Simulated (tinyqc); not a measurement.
Hubbard ring of 3 sites, step by step. One step of it, computed by the program tinyqc.

Task: The many-body Hamiltonian. Basis: all placements (u, d, 2, 0 on each site), up operators ordered before down ones; hops carry the sign of the same-spin electrons passed.

one-body matrix (hopping and site energies) (eV), lower triangle:
```
,1,2,3
1,0.000000
2,-0.760000,0.000000
3,-0.760000,-0.760000,0.000000
```

U = 0.600000 eV

electrons, up and down: 2  2

Give: H.

Result:

H (eV), lower triangle:
```
,220,2ud,u2d,2du,202,ud2,d2u,du2,022
220,1.200
2ud,-0.760,0.600
u2d,0.760,-0.760,0.600
2du,-0.760,0.000,0.000,0.600
202,0.000,-0.760,0.000,-0.760,1.200
ud2,0.000,0.000,-0.760,0.760,-0.760,0.600
d2u,0.760,0.000,0.000,-0.760,0.000,0.000,0.600
du2,0.000,0.760,0.000,0.000,-0.760,0.000,-0.760,0.600
022,0.000,0.000,0.760,0.000,0.000,-0.760,0.760,-0.760,1.200
```
